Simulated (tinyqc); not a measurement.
Resistance of a source-drain extension with a graded tip: one step of the calculation.

y runs along the channel, the gate covers y > 0. The doping is N0 for y < y0 and N0 10^(-(y - y0)/la) beyond, uniform over the depth xj. Sheet conductance s(y) = q mu(N) max(N - Nch, 0) xj + (for y > 0) ma Cox Vo, with mu(N) = u0 + (u1 - u0)/(1 + (N/Nr)^au) and Cox = eps0 eox/tox. Current is taken as one-dimensional; depletion of the tip, spreading and the contact are left out. The metallurgical junction lies at yj, where N = Nch.

Task. Resistance of the overlapped part. Midpoint rule on 12 equal steps from 0 to yj: R_ov = sum h/s(y), per width.

Values chosen for this exercise; mobility law close to that of electrons in silicon:
- eox = 3.9 (relative permittivity of the gate insulator (close to silicon dioxide))
- tox = 3.1 nm (insulator thickness)
- N0 = 5.7e19 cm^-3 (active doping of the extension far from the gate)
- la = 5 nm/decade (lateral abruptness)
- y0 = 3.6 nm (position under the gate where the fall begins (gate edge at 0))
- xj = 13 nm (depth of the extension)
- Nch = 5.6e17 cm^-3 (channel doping)
- Vo = 0.78 V (gate overdrive)
- ma = 180 cm^2/(V s) (mobility of the gate-induced layer)
- u1 = 1414 cm^2/(V s) (mobility at low doping)
- u0 = 68.5 cm^2/(V s) (mobility at high doping)
- Nr = 9.2e16 cm^-3 (reference doping)
- au = 0.711 (exponent)

Constants: q = 1.602176634e-19 C, eps0 = 8.8541878128e-14 F/cm where lengths are in cm. Results are converted to the units shown.

Give: y; N; doped conductance; sheet resistance; R_ov.

Result.

```
point  y (nm)  N (cm^-3)  doped conductance (uS)  sheet resistance (ohm/square)
0      0.5683   5.700e19                   967.2                          890.0
1       1.705   5.700e19                   967.2                          890.0
2       2.841   5.700e19                   967.2                          890.0
3       3.978   4.790e19                   828.9                           1015
4       5.114   2.838e19                   527.1                           1463
5       6.251   1.681e19                   341.5                           2009
6       7.387   9.963e18                   225.1                           2621
7       8.524   5.903e18                   150.1                           3263
8       9.661   3.498e18                   99.54                           3907
9       10.80   2.072e18                   63.30                           4552
10      11.93   1.228e18                   35.13                           5221
11      13.07   7.275e17                   11.16                           5968
```

R_ov = 37.15 ohm um

Computed by the program tinyqc: `OMP_NUM_THREADS=1 python tinyqc.py 2282019 2282020 out.jsonl`, one thread of a shared Intel Xeon 2.30GHz, about 0.04 s for the whole run.
